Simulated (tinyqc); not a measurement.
Hall effect and magnetoresistance of several carrier groups with constant relaxation times. From Hall mobility back to mobility mu1. Computed by tinyqc, a small Python program. Command: `OMP_NUM_THREADS=1 python tinyqc.py 3015286 3015287 out.jsonl hall2 inv`. One thread of a shared host (Intel(R) Xeon(R) Processor @ 2.30GHz), about 0.01 s of CPU time with the checks.

Group 1 has charge +e and group 2 charge +e; s_i is that sign. B lies along z; mu B is formed with mu in m^2/(V s).

Inputs (values chosen for the exercise, for a model conductor):

| quantity | value | unit |
|---|---|---|
| density n1 | 2e+18 | 1/cm^3 |
| density n2 | 4.1e+18 | 1/cm^3 |
| mobility mu2 | 220 | cm^2/(V s) |
| magnetic field B | 0.14 | T |

Carriers: light and heavy holes. Densities: per volume.

Constants: e = 1.602176634e-19 C.

Method. sigma_xx = sum n_i e mu_i/(1 + mu_i^2 B^2); sigma_xy = sum s_i n_i e mu_i^2 B/(1 + mu_i^2 B^2). rho_xx = sigma_xx/(sigma_xx^2 + sigma_xy^2); Hall coefficient R_H = sigma_xy/(B (sigma_xx^2 + sigma_xy^2)), with B in V s/cm^2 (1 T = 1e-4 V s/cm^2); magnetoresistance MR = rho_xx(B)/rho_xx(0) - 1. Apparent density 1/(e |R_H|); Hall mobility |R_H|/rho_xx.

Problem. A run gave the result below. Find the mobility mu1, known to lie between 2200 and 5900 cm^2/(V s).

Hall mobility = 2961.266 cm^2/(V s)

Solution.

Each step takes the trial c = (a f_b - b f_a)/(f_b - f_a), f being the result less the target and a, b, c the logarithms of the listed values; c replaces end b, the old b replaces a if the sign of f changed, and otherwise f_a is halved.

Scan of the range:

| mobility mu1 (cm^2/(V s)) | Hall mobility (cm^2/(V s)) |
|---|---|
| 2200 | 1862.89 |
| 2590 | 2238.12 |
| 3060 | 2694.61 |
| 3600 | 3222.86 |
| 4250 | 3862.14 |
| 5010 | 4612.63 |
| 5900 | 5494.10 |

False position (Illinois rule, in the logarithm of the input) inside the bracket:

| step | end a | end b | trial | Hall mobility (cm^2/(V s)) |
|---|---|---|---|---|
| 1 | 3060.00 | 3600.00 | 3321.62 | 2950.13 |
| 2 | 3600.00 | 3321.62 | 3332.55 | 2960.83 |
| 3 | 3600.00 | 3332.55 | 3333.41 | 2961.67 |
| 4 | 3332.55 | 3333.41 | 3333.00 | 2961.27 |
| 5 | 3333.41 | 3333.00 | 3333.00 | 2961.27 |

Hall mobility rises at every point of a 13-point scan of the range (every second point is shown), so one value fits; it is bracketed by 3060 and 3600. Answer: mobility mu1 = 3333 cm^2/(V s).
